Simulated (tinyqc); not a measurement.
Precursor delivery and alloy composition in metal-organic vapour-phase epitaxy: one step, computed by the program tinyqc. Command: `OMP_NUM_THREADS=1 python tinyqc.py 3026561 3026562 out.jsonl movpe walk`. One thread of a shared host (Intel(R) Xeon(R) Processor @ 2.30GHz), about 0.01 s of CPU time with the checks.

Carrier gas leaves each bubbler saturated. Group-III species cross a boundary layer and react at the surface; element 2 can also desorb. The film is (1)_(1-x) (2)_x V with a zinc-blende cell.

Question. Transport to the surface. Partial pressure p_i = p F_i/(44615 x total flow in slm); density n_i = p_i/(k_B T), 1 torr = 133.322 Pa; D = D0 (T/273.15)^1.75 (760/p), h = D/delta, the same for both; k_s = prefactor x exp(-energy/(k_B T)); arrival J_i = n_i/(1/h + 1/k_s); in layers per second g_i = J_i a^2/2 (two group-III sites per a^2 on (001)). Temperatures in kelvin are T(C) + 273.15.

Inputs (values chosen for the exercise, close to those used for InGaAs from TMGa and TMIn):

| quantity | value | unit |
|---|---|---|
| source 1: bath temperature | -1 | C |
| source 2: bath temperature | 29 | C |
| total flow | 8.3 | slm |
| reactor pressure p | 760 | torr |
| diffusivity D0 at 273.15 K and 760 torr | 0.32 | cm^2/s |
| boundary layer delta | 1.4 | cm |
| prefactor of the surface rate k_s | 2.1e+13 | cm/s |
| energy of k_s | 1.88 | eV |
| lattice constant a | 5.75 | angstrom |
| growth temperature T | 610 | C |

molar flows (micromol/min): F1 125.0238, F2 95.11640

Constants: k_B = 1.380649e-23 J/K; k_B = 8.617333262e-05 eV/K.

Give: densities; h; k_s; arrival rates.

Answer.

densities (1/cm^3): n1 2.8056e+15, n2 2.1345e+15

h = 1.7819 cm/s

k_s = 392.49 cm/s

arrival rates (layers/s): g1 8.2272, g2 6.2591

Growth is transport-limited.
